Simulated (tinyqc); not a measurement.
Density of states of one tight-binding band on the square lattice: one step. One triangle of the mesh.

For corner energies e1 <= e2 <= e3 and eij = ei - ej, the share of the triangle below E is n = (E - e1)^2/(e21 e31) for e1 < E < e2 and n = 1 - (e3 - E)^2/(e31 e32) for e2 < E < e3; its density of states is g = dn/dE.

Parameters, chosen for this exercise: E = 2.05 eV (energy at which the density is wanted).

corner energies, sorted (eV): -0.240000  0.715004  3.600000

Task: Find its share below E and its density of states at E.

Give: n; g.

Result:

n = 0.7831
g = 0.2798 1/eV

E lies between corners 2 and 3.

Computed by tinyqc, a small Python program: `OMP_NUM_THREADS=1 python tinyqc.py 1651530 1651531 out.jsonl` (the numbers bound the seed that draws the inputs); one thread of a shared host (Intel(R) Xeon(R) Processor @ 2.30GHz), about 0.08 s for the whole set of steps.
